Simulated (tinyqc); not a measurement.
# Hole mobility in a silicon inversion layer, empirical terms and Matthiessen rule: effect of the temperature

Inversion layer of sheet density Ns on a uniformly doped body. The mobility terms are empirical power laws with prefactors chosen for the exercise; adding their inverses (Matthiessen) is itself an approximation.

Nc and Nv are given at 300 K and scale as (T/300 K)^1.5; Eg is fixed. ni = sqrt(Nc Nv) exp(-Eg/(2 Vt)), Eg in volts; Ndep = sqrt(2 eps0 eps_r Nb (2 Vt ln(Nb/ni) + Vsb)/q); E = q (Ndep + eta Ns)/(eps0 eps_r), in MV/cm. With t = T/(300 K): muC = Ac (Ns/1e12 cm^-2) t/(Nb/1e17 cm^-3 + Nit/1e11 cm^-2), muP = Ap E^(-1/3) t^(-1.75), muS = As E^(-gs); 1/mu is the sum of the inverses.

Values chosen for this exercise; material values close to those of silicon: band gap Eg = 1.11 eV; relative permittivity of the semiconductor eps_r = 11.8; conduction-band density of states at the reference temperature Nc = 2.82e19 cm^-3; valence-band density of states at the reference temperature Nv = 2.69e19 cm^-3; body doping Nb = 1.8e18 cm^-3; reverse body bias Vsb = 0 V; weight of the inversion charge in the effective field eta = 0.3333; phonon-limited mobility at 1 MV/cm and 300 K Ap = 140 cm^2/(V s); roughness-limited mobility at 1 MV/cm As = 511 cm^2/(V s); exponent of the roughness term gs = 1.3; Coulomb prefactor Ac = 1600 cm^2/(V s); charge at the interface Nit = 1e12 cm^-2; inversion density Ns = 9.6e12 cm^-2.

Constants: q = 1.602176634e-19 C, kB = 1.380649e-23 J/K, Vt = kB T/q, eps0 = 8.8541878128e-14 F/cm where lengths are in cm. Results are converted to the units shown.

Results:
```
T (K)  E (MV/cm)  muC (cm^2/(V s))  muP (cm^2/(V s))  muS (cm^2/(V s))  mu (cm^2/(V s))
120        1.264             219.4             643.7             377.0            114.1
160        1.256             292.6             389.8             380.0            116.1
200        1.247             365.7             264.4             383.4            109.6
300        1.222             548.6             130.9             393.7            83.34
350        1.208             640.0             100.4             399.8            71.30
400        1.192             731.4             79.80             406.5            61.13
450        1.176             822.9             65.23             413.8            52.74
```

Estimate the missing row, T = 250 K.

Computed row:
```
T (K)  E (MV/cm)  muC (cm^2/(V s))  muP (cm^2/(V s))  muS (cm^2/(V s))  mu (cm^2/(V s))
250        1.235             457.1             179.5             388.3            96.77
```

With this row back in the table: As T goes from 120 to 450 K, E falls from 1.26 to 1.18 MV/cm and mu goes from 114 through a maximum of 116 (at T = 160 K among the rows listed) to 52.7 cm^2/(V s). The smallest term is the Coulomb one in the first row and the phonon one in the last. Coulomb scattering weakens and phonon scattering grows with T, hence the maximum. For T = 120 to 160 K dopant freeze-out and degenerate screening, left out here, matter.

tinyqc, about 0.01 s, one thread, Intel Xeon 2.30GHz (shared host): `OMP_NUM_THREADS=1 python tinyqc.py 2510073 2510074 out.jsonl`
